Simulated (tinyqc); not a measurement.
Inside a calculation. Model: a chain with uneven site energies and dephasing by Buettiker voltage probes.

Program tinyqc, `OMP_NUM_THREADS=1 python tinyqc.py 2700101 2700102 out.jsonl`; Intel Xeon 2.30GHz, shared host, one thread, about 0.01 s. Printed values are rounded.

Sites 1 to 3 form a chain with hopping -t. Lead L joins site 1 and lead R site 3, both semi-infinite chains with hopping -t and site energy 0. Every site carries a probe with self-energy -i Gamma_p/2 that draws no net current. Linear response at zero temperature: mu_L = 1, mu_R = 0 in units of the bias.

Parameters, values chosen for the exercise:
- t = 1 eV (hopping (matrix element -t))
- U = [0.27, 0.74, -0.36] eV (site energies 1 to N)
- E = -0.07 eV (Fermi energy)
- gp = 0.44 eV (probe broadening Gamma_p)

Constants: q = 1.602176634e-19 C, h = 6.62607015e-34 J s. Results are converted to the units shown.

## Green function

Sigma = t^2 g(E), g(x) = (x - i sqrt(4 t^2 - x^2))/(2 t^2) for |x| < 2 t and (x - sign(x) sqrt(x^2 - 4 t^2))/(2 t^2) otherwise; Gamma = -2 Im Sigma; G = (E - H - Sigma_L - Sigma_R + i Gamma_p/2)^(-1).

Sigma = -0.035000-0.999387i eV
Gamma = 1.99877 eV

G (1/eV):
```
                    1                    2                   3
1  0.067972-0.576007i   0.318356-0.258566i  0.133012+0.296530i
2  0.318356-0.258566i  -0.218193-0.467062i  0.402154-0.071752i
3  0.133012+0.296530i   0.402154-0.071752i  0.176947-0.443123i
```

## Transmissions between terminals

With Gamma the broadening by one lead, T_RL = Gamma^2 |G_(3,1)|^2, T_pL = Gamma Gamma_p |G_(p,1)|^2, T_pR = Gamma Gamma_p |G_(p,3)|^2, T_pq = Gamma_p^2 |G_(p,q)|^2 for p != q.

T_RL = 0.421972

```
probe      T_pL      T_pR
1      0.295854  0.092891
2      0.147931  0.146761
3      0.092891  0.200225
```

T_pq:
```
           1          2          3
1  0.0000000  0.0325648  0.0204485
2  0.0325648  0.0000000  0.0323072
3  0.0204485  0.0323072  0.0000000
```

## Probe potentials and effective transmission

No current into probe p: W mu = T_pL with W_pp = T_pL + T_pR + sum_q T_pq and W_pq = -T_pq. Then T_eff = T_RL + sum_p T_pR mu_p, and the resistance is (h/2q^2)/T_eff.

W:
```
           1          2          3
1   0.441758  -0.032565  -0.020448
2  -0.032565   0.359564  -0.032307
3  -0.020448  -0.032307   0.345872
```

mu_p, probe 1 to 3: 0.723873  0.509228  0.358933
T_eff = 0.635815
resistance = 20.2990 kohm

Without probes the transmission is 0.8296. With them, 66.4 % of the current crosses without entering a probe.

## Current at both leads

In units of (2 q^2/h) times the bias, T_RL + sum_p T_pL (1 - mu_p) leaves L and T_RL + sum_p T_pR mu_p enters R.

current leaving L = 0.635815
current entering R = 0.635815

The two are equal: the probes conserve the current.
